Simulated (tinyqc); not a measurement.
# Offset from the accumulated charge

Inverse problem. Layer 1 (x < 0) accumulates electrons and layer 2 (x > 0) is depleted. Boltzmann statistics. Sheet densities from the first integral: Q1 = sqrt((2 eps0 eps_r Vt N1/q)(exp(u1) - u1 - 1)) extra electrons, Q2 = sqrt((2 eps0 eps_r Vt N2/q)(exp(-u2) + u2 - 1)) missing ones, u = V/Vt; neutrality Q1 = Q2 + si. V1 + V2 = dE + Vt ln[(N2/Nc2)/(N1/Nc1)]. Find V1, V2 and dE.

Values chosen for this exercise; values of the order of III-V alloys: temperature T = 200 K; relative permittivity of both layers eps_r = 13.5; density of states of the narrow-gap layer 1 Nc1 = 3.3e17 cm^-3; density of states of the wide-gap layer 2 Nc2 = 6.5e17 cm^-3; donor density in layer 1 N1 = 1.2e16 cm^-3; donor density in layer 2 N2 = 1.4e16 cm^-3; fixed charge at the interface si = 0 cm^-2.

Constants: q = 1.602176634e-19 C, kB = 1.380649e-23 J/K, Vt = kB T/q, eps0 = 8.8541878128e-14 F/cm where lengths are in cm. Results are converted to the units shown.

Q1 = 1.8680347e11 cm^-2

Answer. Each sheet density rises steadily with its bending, so Q1 fixes V1 and Q2 = Q1 - si fixes V2.

V1 = 0.0467 V
V2 = 0.184 V
dE = 0.240 eV

Numbers from tinyqc (`OMP_NUM_THREADS=1 python tinyqc.py 2410036 2410037 out.jsonl`; about 0.08 s on one thread of a shared Intel Xeon 2.30GHz).
